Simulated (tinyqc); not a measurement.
Gap and mass from two generation rates.

Problem. In the two-band model the band-to-band tunnelling rate in a uniform field is G = A F^2 exp(-B/F), with B = pi sqrt(m/C) Eg^1.5/4 (V/nm), A = 1e21 (2 q/h) m Eg/(16 pi C B) for G in cm^-3 s^-1 and F in V/nm, C = hbar^2/(2 m0). Find B, A, Eg and m.

Constants: q = 1.602176634e-19 C, hbar = 1.054571817e-34 J s, h = 6.62607015e-34 J s, m0 = 9.1093837015e-31 kg, hbar^2/(2 m0) = 0.0380998212 eV nm^2. Results are converted to the units shown.

G at F = 0.082 and 0.12 V/nm (cm^-3 s^-1): 3.8309077e29  5.0253995e30

Solution. The slope of ln(G/F^2) against 1/F is -B and the intercept gives A. The product A B fixes m Eg, and B = (pi/4) Eg sqrt(m Eg/C) then gives Eg.

B = 0.469 V/nm
A = 1.74e34 cm^-3 s^-1 (V/nm)^-2
Eg = 0.648 eV
m = 0.0500 m0

Numbers from tinyqc (`OMP_NUM_THREADS=1 python tinyqc.py 2620025 2620026 out.jsonl`; about 0.01 s on one thread of a shared Intel Xeon 2.30GHz).
